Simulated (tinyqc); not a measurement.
X-ray reflectivity of a thin film on silicon: critical angles, Parratt recursion, fringes and roughness: one step, computed by the program tinyqc.

n = 1 - delta + i beta; the classical electron radius is r_e = 2.8179403e-6 nm. Layer 0 is vacuum, 1 the film, 2 the substrate.

Task: Optical constants. delta = r_e lambda^2 rho_e/(2 pi), rho_e = density x electrons per mass x N_A; critical angle sqrt(2 delta), q_c = 4 sqrt(pi r_e rho_e).

Inputs (values chosen for the exercise, modelled on ruthenium on silicon, copper K-alpha radiation):
```
quantity                                        value    unit
wavelength lambda                             0.15406      nm
film density rho                                 11.9  g/cm^3
effective electrons per unit mass, film         0.436   mol/g
beta/delta, film                                0.092       -
substrate density                                2.33  g/cm^3
effective electrons per unit mass, substrate    0.507   mol/g
beta/delta, substrate                           0.023       -
```

Constants: N_A = 6.02214076e+23 1/mol.

Give: the table «Constants» with the columns rho_e (1/nm^3), delta, beta, critical angle (degrees), q_c (1/nm), for layer = film, substrate.

Result:

Constants:
```
layer      rho_e (1/nm^3)      delta       beta  critical angle (degrees)  q_c (1/nm)
film                 3125  3.326e-05  3.060e-06                    0.4673      0.6653
substrate             711  7.573e-06  1.742e-07                    0.2230      0.3174
```
